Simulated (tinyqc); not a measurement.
# Capacitance shares from swing and barrier lowering

Question. Below threshold the charge is negligible, so the band edge moves as -(aG Vg + aD Vd), aG = CG/CS, aD = CD/CS (CG, CD the capacitances of the barrier top to gate and drain, CS the total), and I goes as exp((aG Vg + aD Vd)/Vt) once Vd is well above Vt. Find aG, aD, CS and CD.

Parameters, values chosen for the exercise:
- T = 400 K (temperature)

Constants: q = 1.602176634e-19 C, kB = 1.380649e-23 J/K, Vt = kB T/q. Results are converted to the units shown.

swing = 95.624786 mV/decade
DIBL = 116.86747 mV/V
CG = 4.3839739 pF/cm

Answer. The swing is Vt ln 10/aG and the DIBL, -dVg/dVd at fixed current, is aD/aG.

aG = 0.830
aD = 0.0970
CS = 5.28 pF/cm
CD = 0.512 pF/cm

Program tinyqc, `OMP_NUM_THREADS=1 python tinyqc.py 2400088 2400089 out.jsonl`; Intel Xeon 2.30GHz, shared host, one thread, about 0.03 s.
